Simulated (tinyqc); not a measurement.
Six-band k.p model of the valence band of a wurtzite crystal, step by step. Values are carried at full precision from step to step, so a last printed digit may differ when a step is redone from the rounded ones.

At k = 0: E1 = D1c + D2c + Te + Le (pure HH); E2, E3 = Le + u +/- sqrt(u^2 + 2 D3c^2), u = (D1c - D2c + Te)/2, D1c = Dcr, D2c = D3c = Dso/3. The weight of LH in state 2 is fL = (E2 - Le)^2/((E2 - Le)^2 + 2 D3c^2). Relative strengths of transitions to the conduction band: for E perpendicular to c (TE) 1/2, fL/2, (1 - fL)/2; for E along c (TM) 0, 1 - fL, fL, with one momentum element for both directions.

Constants: hc = 1239.841984 eV nm; hbar^2/2m0 = 3.80998211 eV angstrom^2.

Inputs chosen for the exercise (of the order of those of hexagonal CdSe; the results hold for these values, not for the real material):
- Dcr = 0.0437 eV (crystal-field splitting)
- Dso = 0.4294 eV (spin-orbit splitting)
- e_par = 0.0138 (exx = eyy of a c-plane layer)
- D1 = -0.96 eV
- D2 = 0.96 eV
- D3 = 3.83 eV
- D4 = -2.21 eV
- C13 = 40 GPa
- C33 = 81 GPa
- Eg = 1.826 eV (direct gap at Gamma from the top of the unstrained valence band)
- a1 = -0.79 eV (gap potential along c)
- a2 = -3.7 eV (gap potential in the plane)
- A1 = -5.28
- A2 = -0.41
- A3 = 4.73
- A4 = -1.26
- A5 = -1.24
- A6 = -0.17
- kt = 0.029 1/angstrom (in-plane wave vector)
- kz = 0.012 1/angstrom (wave vector along c)
- kmax = 0.08 1/angstrom (end of the path)

## Edges without strain

Set Le = Te = 0.

E1, E2, E3 without strain (eV): 0.1868  0.1587  -0.2582

fL = 0.3807

edges from the top (eV): 0.0000  -0.0281  -0.4450

The top is state 1 (HH), TE light alone.

## Strain terms

Strain of a c-plane layer: exx = eyy = e_par, ezz = -2 (C13/C33) e_par; Le = D1 ezz + D2 (exx + eyy), Te = D3 ezz + D4 (exx + eyy).

Form ezz, Le and Te.

ezz = -0.013630
Le (strain shift of all three valence states) = 0.03958 eV
Te (further shift of HH and LH) = -0.11320 eV

## Edges and polarisation under strain

Use Le and Te.

E1, E2, E3 under strain (eV): 0.1132  0.1619  -0.2954

fL = 0.2675

Relative strengths:
```
state     TE     TM
1      0.500  0.000
2      0.134  0.732
3      0.366  0.268
```

The top is state 2, 73 % CH, which favours TM light; the next state lies 48.7 meV lower.

## Transition energies

Conduction edge: Ec = (top of the unstrained valence band) + Eg + (a1 + D1) ezz + (a2 + D2)(exx + eyy).

Ec minus each strained valence edge (state 1 is HH, states 2 and 3 are mixtures of LH and CH); wavelength hc/E of the lowest.

Ec = 1.9611 eV

transitions to states 1, 2, 3 (eV): 1.8478  1.7992  2.2564

wavelength = 689.1 nm

Strain moves the lowest transition by -27 meV. The deformation potentials of this set are rough, and this small net shift can differ from measurement even in sign.

## The block at one k

Block form of the six-band Hamiltonian (electron energies, z along c, kt the in-plane wave vector, c0 = hbar^2/2m0): H = [[F, K, -iW], [K, G, D - iW], [iW, D + iW, L]] in the basis HH, LH, CH; the other block is its conjugate and has the same levels. F = D1c + D2c + L + T, G = D1c - D2c + L + T, D = sqrt(2) D3c, with D1c = Dcr, D2c = D3c = Dso/3; L = c0 (A1 kz^2 + A2 kt^2) + Le, T = c0 (A3 kz^2 + A4 kt^2) + Te, K = c0 A5 kt^2, W = c0 A6 kt kz. The zero of energy is the CH state without spin-orbit coupling and strain; the term linear in k is left out.

Fill in the matrix.

H(k) (eV):
```
          HH              LH              CH
HH    0.1076         -0.0040         0.0002i
LH   -0.0040         -0.1787  0.2024+0.0002i
CH  -0.0002i  0.2024-0.0002i          0.0354
```

## Levels and weights

H is one of the two 3 x 3 blocks into which the six-band matrix falls, in the basis HH, LH, CH of the unmixed zone-centre states. Diagonalise it.

levels from the top (eV): 0.1574  0.1075  -0.3007

weights:
```
      top  second  third
HH  0.002   0.998  0.000
LH  0.266   0.000  0.734
CH  0.732   0.002  0.266
```

## Bands in the plane and along c

Six points from 0 to kmax each way.

Levels (eV):
```
|k| (1/angstrom)  top, in plane  second    third  top, along c  second, along c  third, along c
0.000                    0.1619  0.1132  -0.2954        0.1619           0.1132         -0.2954
0.016                    0.1612  0.1116  -0.2967        0.1580           0.1127         -0.2972
0.032                    0.1591  0.1066  -0.3006        0.1464           0.1111         -0.3026
0.048                    0.1559  0.0982  -0.3073        0.1274           0.1084         -0.3121
0.064                    0.1519  0.0864  -0.3170        0.1046           0.1018         -0.3262
0.080                    0.1471  0.0712  -0.3300        0.0998           0.0704         -0.3460
```

Along c the HH state has the mass -1/(A1 + A3) = 1.82 and the CH state -1/A1 = 0.189; in the plane, far from the edge, the masses tend to -1/(A2 + A4 - A5) = 2.33, -1/(A2 + A4 + A5) = 0.344 and -1/A2 = 2.44.

## Checks

- Closed-form edges against the diagonalisation at k = 0: they agree to 1e-10 or better.

tinyqc: `OMP_NUM_THREADS=1 python tinyqc.py 1081366 1081367 out.jsonl`; about 0.01 s, one thread, shared Intel(R) Xeon(R) Processor @ 2.30GHz.
